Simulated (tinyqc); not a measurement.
Quantum-confined Stark effect in a modulator well: one step. Contrast at the operating point. Two cases, with inputs chosen for the exercise.

Task: With a Gaussian line of half width G, the absorption at E_op = line(0) - dE is proportional to strength x exp(-ln2 ((E_op - line)/G)^2); continuum absorption is left out. Give it at both fields, relative to the zero-field peak.

Constants: hc = 1239.841984 eV nm.

Case 1.

Values chosen (out of a larger set: near those of an InGaAsP well in InP; not measured data): dE = 9 meV (operating point below the zero-field line); G = 4 meV (half width of the exciton line).

Results:
```
F (kV/cm)  lam (angstrom)  Eb (meV)  line (eV)        nm  overlap^2/lam^2 (1e-4/angstrom^2)
0.00              161.853    6.3412   0.887666  1396.744                           0.354599
68.00             170.030    5.9709   0.879984  1408.937                           0.241633
```

Case 2.

Values chosen (out of a larger set: near those of a GaAs well in AlGaAs; not measured data): dE = 11 meV (operating point below the zero-field line); G = 6 meV (half width of the exciton line).

Results:
```
F (kV/cm)  lam (angstrom)  Eb (meV)  line (eV)       nm  overlap^2/lam^2 (1e-4/angstrom^2)
0.00              121.069    8.4877   1.424492  870.375                           0.675440
70.00             138.895    7.1593   1.410801  878.822                           0.250800
```

Give: E_op; wavelength; absorption without and with the field.

Result:

Case 1.

E_op = 0.8787 eV
wavelength = 1411.1 nm

absorption without and with the field: [0.030, 0.63]

The field changes the absorption by +0.60 of the zero-field peak. With dE above 2G the Gaussian tail at zero field is weak; real tails fall only exponentially and absorb more.

Case 2.

E_op = 1.4135 eV
wavelength = 877.1 nm

absorption without and with the field: [0.097, 0.32]

The field changes the absorption by +0.23 of the zero-field peak. The zero-field tail still absorbs here, since dE is no more than 2G, which costs insertion loss.

Computed by tinyqc, one run a case: `OMP_NUM_THREADS=1 python tinyqc.py N N+1 out.jsonl` with N = 1280919, 1281028; one thread of a shared Intel(R) Xeon(R) Processor @ 2.30GHz, about 0.2 s a run at most.
